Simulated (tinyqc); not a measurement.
Electromigration in a confined line: Blech product, Korhonen stress evolution and Black's law: one step, computed by the program tinyqc. Command: `OMP_NUM_THREADS=1 python tinyqc.py 3005925 3005926 out.jsonl emigr walk`. One thread of a shared host (Intel(R) Xeon(R) Processor @ 2.30GHz), about 0.01 s of CPU time with the checks.

The electron wind pushes atoms from the cathode (x = 0) to the anode (x = L); blocking ends build a back stress (tension positive). The input rho is taken not to change with temperature. d sigma/dt = d/dx [kappa (d sigma/dx + G)], with zero flux at both ends and sigma = sigma_0 at t = 0.

Question. Stress along the line. sigma(x, t) = sigma_0 + G L [1/2 - x/L - 4 sum_(m odd) cos(m pi x/L) exp(-m^2 pi^2 s)/(m pi)^2], s = t/tau, summed to m = 399. Steady state: sigma_0 + G L (1/2 - x/L). Take x/L = 0, 0.1, 0.2, 0.3, 0.4, 0.6, 0.8 and 1.

Inputs (values chosen for the exercise, close to those used for cobalt lines):
```
quantity                            value  unit
critical stress sigma_c               440   MPa
initial stress sigma_0                 63   MPa
line length L                          52    um
test temperature T                    220     C
time as a fraction of L^2/kappa, s  0.014     -
```

Start: thermal stress.

stress gradient G = 25.95959 MPa/um

Give: Stress (MPa).

Answer.

Stress (MPa):
```
x/L  at time s  steady state
0.0      243.2         737.9
0.1      139.5         603.0
0.2       88.6         468.0
0.3       69.6         333.0
0.4       64.2         198.0
0.6       61.8         -72.0
0.8       37.4        -342.0
1.0     -117.2        -611.9
```

Caution: stresses above sigma_c are formal, since a void forms first.
